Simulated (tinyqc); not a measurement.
Length of a molecular wire: coherent transport through a tight-binding bridge. Computed by the program tinyqc. T = Gamma_L Gamma_R |G_1n|^2 with the self-energies of semi-infinite chains.

A uniform bridge between two chains:
```
parameter,value
site energy (eV),3.620000
hopping in the bridge (eV),1.120000
lead hopping (eV),1.670000
couplings (eV),"0.76, 0.67"
E (eV),0.110000
```

Transmission against length:
```
sites,T,ln T
2,3.6794e-03,-5.605
3,4.7698e-04,-7.648
4,6.1991e-05,-9.689
6,1.0478e-06,-13.769
7,1.3623e-07,-15.809
8,1.7712e-08,-17.849
9,2.3028e-09,-19.889
10,2.9939e-10,-21.929
```

Estimate the missing row, sites = 5.

Computed row:
```
sites           T     ln T
5      8.0592e-06  -11.729
```

E lies outside the band of the bridge (|E - e|/2h = 1.567 > 1), so T decays as exp(-beta n) with beta = 2 arccosh(1.567) = 2.0401 a site; the last two rows give 2.0401.
